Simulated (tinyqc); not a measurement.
Inside a calculation. Model: chemical vapour deposition: Grove model, boundary layer, depletion and step coverage. Computed by tinyqc, a small Python program that keeps every step. Command: `OMP_NUM_THREADS=1 python tinyqc.py 3004906 3004907 out.jsonl cvd walk`. One thread of a shared host (Intel(R) Xeon(R) Processor @ 2.30GHz), about 0.01 s of CPU time with the checks. Intermediate numbers are printed to about 7 digits and carried at full precision; extremes and crossings named in words are read from the listed rows.

A precursor diffuses to the surface and reacts there at first order; each molecule that reacts adds one formula unit of film.

Inputs (values chosen for the exercise, close to those used for silicon nitride (counted as SiN4/3)):

| quantity | value | unit |
|---|---|---|
| prefactor k0 of k_s | 1.7e+09 | cm/s |
| activation energy E | 1.74 | eV |
| temperature T | 740 | C |
| total pressure p | 0.68 | torr |
| mole fraction of the precursor Y | 0.51 | - |
| gas diffusivity D0 at 273.15 K and 760 torr | 0.29 | cm^2/s |
| film density N | 4e+22 | formula units/cm^3 |
| precursor mass M | 101 | u |
| trench width w | 0.13 | um |
| aspect ratio of the trench | 25 | - |
| wafer radius R | 15 | cm |
| wafer spacing s | 1.1 | cm |

Reactor: wafer stack, low pressure.

Constants: k_B = 1.380649e-23 J/K; u = 1.6605390666e-27 kg; k_B = 8.617333262e-05 eV/K.

## Gas-phase and surface constants

k_s = k0 exp(-E/(k_B T)); C_g = Y p/(k_B T), 1 torr = 133.322 Pa; D = D0 (T/273.15)^1.75 (760/p). Temperatures in kelvin are T(C) + 273.15. Mean speed c = sqrt(8 k_B T/(pi M)); reactive sticking probability beta = 4 k_s/c.

surface rate constant k_s = 3.758836 cm/s

precursor density C_g = 3.305399e+15 1/cm^3

gas diffusivity D = 3213.140 cm^2/s

mean speed c = 46085.40 cm/s

sticking probability beta = 3.262496e-04

## Uniformity across a wafer

Between two wafers the gas diffuses inward and reacts on both faces: (D/r) d/dr (r dC/dr) = 2 k_s C/s, so C(r)/C_g = I0(phi r/R)/I0(phi) with phi^2 = 2 k_s R^2/(s D); G(r) = k_s C(r)/N, 1 cm/s = 6e8 nm/min; the mean over the wafer is eta = 2 I1(phi)/(phi I0(phi)).

Thiele modulus phi = 0.6917860

growth rate G at the edge = 186.3668 nm/min

rate at the centre over rate at the edge = 0.8902591

effectiveness eta = 0.9445879

The centre lags the edge by 11 %. Caution: a growth rate above 100 nm/min is far higher than usual in a low-pressure wafer stack.

## Pressure and uniformity

The formulas are those given above.

Effect of the total pressure at fixed Y:

| p (torr) | D (cm^2/s) | phi | centre/edge | G at the edge (nm/min) |
|---|---|---|---|---|
| 0.05 | 4.369870e+04 | 0.187587 | 9.912605e-01 | 1.370344e+01 |
| 0.1 | 2.184935e+04 | 0.265288 | 9.826349e-01 | 2.740688e+01 |
| 0.3 | 7.283117e+03 | 0.459492 | 9.492315e-01 | 8.222063e+01 |
| 1 | 2.184935e+03 | 0.838914 | 8.447115e-01 | 2.740688e+02 |
| 3 | 7.283117e+02 | 1.453041 | 6.243341e-01 | 8.222063e+02 |
| 10 | 2.184935e+02 | 2.652878 | 2.700871e-01 | 2.740688e+03 |
| 30 | 7.283117e+01 | 4.594920 | 5.261176e-02 | 8.222063e+03 |
| 100 | 2.184935e+01 | 8.389137 | 1.624335e-03 | 2.740688e+04 |

D scales as 1/p and phi as sqrt(p), while the edge rate grows as p. The centre stays within 5 % of the edge up to 0.1 torr: low pressure trades rate for uniformity and lets wafers stand close together. Caution: first-order rates above 1000 nm/min in the high-pressure rows are an extrapolation not met in practice. Caution: at the lowest pressures the mean free path exceeds the wafer spacing, so D stops growing as 1/p.

## Step coverage in a trench

In a long trench of width w and depth l = aspect ratio x w: Knudsen diffusivity D_K = (2w) c/3 (hydraulic diameter 2w), combined as 1/D_e = 1/D_K + 1/D; D_e d2C/dz2 = 2 k_s C/w with D_e dC/dz = -k_s C at the floor. With m = sqrt(2 k_s/(w D_e)): C(floor)/C(top) = 1/[cosh(m l) + (k_s/(D_e m)) sinh(m l)].

Knudsen diffusivity D_K = 0.3994068 cm^2/s

effective diffusivity D_e = 0.3993571 cm^2/s

modulus m l = 0.3910863

step coverage = 0.9254191

Wall collisions limit transport in the trench; then m l = aspect ratio x sqrt(3 beta)/2, 0.3911, whatever the width. Caution: the hydraulic-diameter form of D_K is rough for a slit.

Checks made by the program: effectiveness against direct integration (relative difference below 1e-10); step coverage against a numerical boundary-value solution (relative difference below 1e-10).
